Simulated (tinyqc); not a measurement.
# Worked calculation: reset of a mushroom phase-change cell, hemispherical electro-thermal model

tinyqc, about 0.01 s, one thread, Intel Xeon 2.30GHz (shared host): `OMP_NUM_THREADS=1 python tinyqc.py 2490069 2490070 out.jsonl` Printed values are rounded.

Current spreads from a hemispherical contact of radius r0 into a large dome with constant rho and ka: j = I/(2 pi r^2). With s = r0/r the steady rise is T - T0 = c (b s - s^2), c = I^2 rho/(8 pi^2 ka r0^2). The heat lost through the heater, (T(r0) - T0)/Rh, fixes b = (2 + g)/(1 + g), g = 1/(2 pi ka r0 Rh).

Values chosen for this exercise; values of the order of Ge-Sb-Te and related chalcogenides: ambient temperature T0 = 300 K; melting point Tm = 875 K; radius of the heater contact r0 = 26 nm; resistivity of the hot chalcogenide rho = 7.5 mohm cm; its thermal conductivity ka = 1.1 W/(m K); thermal resistance of the path through the heater Rh = 5 K/uW; reset current I = 1200 uA.

Range of the model: Constant properties, no latent heat, thermoelectric terms, boundary resistance or heating in the heater itself.

## Constants and melting current

The peak lies at s = b/2 with the rise c b^2/4; melting starts at the current where that equals Tm - T0, and the molten shell spans the roots of s^2 - b s + (Tm - T0)/c = 0 (s at most 1). Electrical resistance rho/(2 pi r0).

g = 1.112972
b = 1.473267
resistance = 0.4591008 kohm
radius of the peak = 35.29570 nm
melting current = 910.7860 uA
power at that current = 380.8384 uW

## Temperature profile and molten shell

r, point 0 to 7 (nm): 26  29.9  35.1  41.6  52  67.6  91  130

As before.

c = 1839.478 K
T, point 0 to 7 (K): 1170.565  1265.649  1298.123  1275.231  1195.152  1070.212  924.1364  768.4294
peak T = 1298.154 K
inner radius of the melt = 26 nm
outer radius of the melt = 101.1640 nm

The melt reaches the contact. In this hemispherical model any closed shell already blocks the current after the quench.
